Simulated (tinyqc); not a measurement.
Elastic strain and critical thickness of a cubic alloy layer A(1-x)B(x) on a thick substrate: one step, computed by the program tinyqc.

Strain is positive in tension. The layer is coherent with the substrate unless said otherwise.

Problem. Alloy by Vegard's rule, and misfit. a = (1 - x) a_A + x a_B, the same rule for each C_ij; misfit f = (a_S - a)/a, the in-plane strain of the coherent layer.

Inputs (values chosen for the exercise, modelled on GaAs(1-x)P(x) on GaAs):
```
quantity                        value      unit
fraction x of B                  0.37         -
lattice constant a_A            5.653  angstrom
lattice constant a_B            5.451  angstrom
substrate lattice constant a_S  5.653  angstrom
```

C11, C12, C44 of A (GPa): 120.4  54.17  59.31

C11, C12, C44 of B (GPa): 141.1  62.76  69.89

Give: free lattice constant a; elastic constants; misfit f.

Solution.

free lattice constant a = 5.57826 angstrom

elastic constants (GPa): C11 128.0590, C12 57.3483, C44 63.2246

misfit f = 0.013398

The layer is stretched in the plane by 1.34 %.
